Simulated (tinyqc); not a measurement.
Piezoresistors in the (001) plane of a cubic crystal: effect of the direction of the resistor.

Plane stress in crystal axes x = [100], y = [010]. First-order piezoresistance: d rho_xx/rho = p11 sxx + p12 syy, d rho_yy/rho = p12 sxx + p11 syy, d rho_xy/rho = p44 sxy; a resistor along d = (cos th, sin th) changes by dR/R = d.(d rho/rho).d. Changes of geometry and second-order terms are left out.

For uniaxial stress along or across the current: pL = p11 - (A/2) sin^2(2 th), pT = p12 + (A/2) sin^2(2 th), A = p11 - p12 - p44. dR/R is for the given stress.

Values chosen for this exercise; coefficients close to those of lightly doped p-type silicon:
```
symbol  value        unit                     meaning
p11      6.16  x 1e-11/Pa  piezoresistive coefficient
p12     -1.17  x 1e-11/Pa  piezoresistive coefficient
p44       141  x 1e-11/Pa  piezoresistive coefficient
Sx       -208         MPa                  stress sxx
Sy        136         MPa                  stress syy
St         62         MPa            shear stress sxy
```

Effect of the direction of the resistor:
```
th (deg)	pL (1e-11/Pa)	pT (1e-11/Pa)	pL - pT (1e-11/Pa)	dR/R (%)
0	6.160	-1.170	7.330	-1.440
10	13.98	-8.988	22.97	1.626
20	33.77	-28.78	62.56	4.474
30	56.29	-51.30	107.6	6.761
45	73.00	-68.00	141.0	8.562
60	56.29	-51.30	107.6	8.022
75	22.87	-17.88	40.75	5.283
90	6.160	-1.170	7.330	1.081
```

What does the table show?

The sum pL + pT = p11 + p12 = 4.99 holds in every row. |pL - pT|, which sets the output of a bridge under uniaxial stress, is largest at 45 degrees (141) and is 7.33 at 0 degrees. The change dR/R goes from -1.44 through a maximum of 8.56 (at th = 45 deg among the rows listed) to 1.08 %.

Numbers from tinyqc (`OMP_NUM_THREADS=1 python tinyqc.py 2530066 2530067 out.jsonl`; about 0.01 s on one thread of a shared Intel Xeon 2.30GHz).
